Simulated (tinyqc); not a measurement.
Inside a calculation: round or elliptic silicon nanowire with anisotropic valleys (Ritz method). Values are carried at full precision from step to step, so a last printed digit may differ when a step is redone from the rounded ones.

Wire along x = [110] on a (001) wafer, y = [-110], z = [001]. Valley groups (w = inverse masses): A, two valleys along z: w_y = 1/mt, w_z = 1/ml, m_x = mt; B, four valleys in the wafer plane: w_y = (1/ml + 1/mt)/2, w_z = 1/mt, m_x = (ml + mt)/2.

Constants: hbar^2/2m0 = 3.80998211 eV angstrom^2; kB = 8.617333262e-05 eV/K.

Inputs chosen for the exercise (near those of a Si nanowire; not measured data): ml = 0.905 m0 (longitudinal mass); mt = 0.189 m0 (transverse mass); a = 36 angstrom (semi-axis along y); b = 36 angstrom (semi-axis along z); group = A (valley group worked out); T = 300 K (temperature).

## Stretching the ellipse

Scaling y by 1/sqrt(w_y) and z by 1/sqrt(w_z) makes the mass 1 and the semi-axes A = a/sqrt(w_y), B = b/sqrt(w_z). List them with the one-function estimate 3c (1/A^2 + 1/B^2) and the slender limit c (pi/2s)^2 (1 + 2s/(pi l)), s and l the smaller and larger of A, B; c = hbar^2/2m0.

Groups:
```
group  g      A      B  axis ratio  one function (eV)  slender limit (eV)
A      2  15.65  34.25       2.188             0.0564              0.0495
B      4  20.13  15.65       1.286             0.0749              0.0574
```

The one-function value suits axis ratios near 1 and the slender limit ratios well above 2.

## Matrices of three even functions

Hard wall on the ellipse (y/a)^2 + (z/b)^2 = 1, c = hbar^2/2m0. With u = y/a, v = z/b the operator is -c [(w_y/a^2) d2/du2 + (w_z/b^2) d2/dv2] on the unit disc. Basis (1 - u^2 - v^2) u^i v^j; S, X and Y are the disc integrals of f f', (df/du)(df'/du) and (df/dv)(df'/dv), from the integral of u^p v^q = 2 Gamma((p+1)/2) Gamma((q+1)/2)/((p + q + 2) Gamma((p+q+2)/2)) for even p, q; H = c (w_y X/a^2 + w_z Y/b^2).

Basis 1, u^2, v^2 times (1 - u^2 - v^2); form S and H for the chosen group.

S, lower triangle:
```
            1       u^2       v^2
1    1.047198
u^2  0.130900  0.039270
v^2  0.130900  0.013090  0.039270
```

H (meV), lower triangle:
```
           1      u^2     v^2
1    59.0711
u^2   9.8452  11.8363
v^2   9.8452   1.2306  5.3928
```

## Lowest level in this basis

Solve H p = E S p for the wire level; give E, the ratios p2/p1 and p3/p1, and H11/S11.

E = 53.5 meV

ratios: -0.25  -0.82

one function = 56.4 meV

The two added functions lower the level by 2.9 meV (5.1 %), mostly by narrowing the state along v, the direction in which the stretched ellipse is long.

## Subbands

Converged values use 21 functions of each parity class (e or o in u, then in v).

The nine lowest levels of all groups and parity classes.

Subbands:
```
group, parity  g  m_x (m0)  E (eV)
A ee           2    0.1890  0.0535
B ee           4    0.5470  0.0720
A eo           2    0.1890  0.0901
A ee           2    0.1890  0.1401
B oe           4    0.5470  0.1602
A oe           2    0.1890  0.1796
A eo           2    0.1890  0.2042
B eo           4    0.5470  0.2053
A oo           2    0.1890  0.2374
```

At 300 K and without degeneracy the populations go as g sqrt(m_x) exp(-E/kB T): among these nine the lowest level holds 33 % and the light transport mass mt 43 % of the electrons.

## Checks

- Circle of radius a with both masses mt against c (2.404826/R)^2/m, eV: both 0.0900.

Run: tinyqc, `OMP_NUM_THREADS=1 python tinyqc.py 1251873 1251874 out.jsonl`; Intel(R) Xeon(R) Processor @ 2.30GHz, one thread, shared host; about 0.06 s of CPU time with all checks.
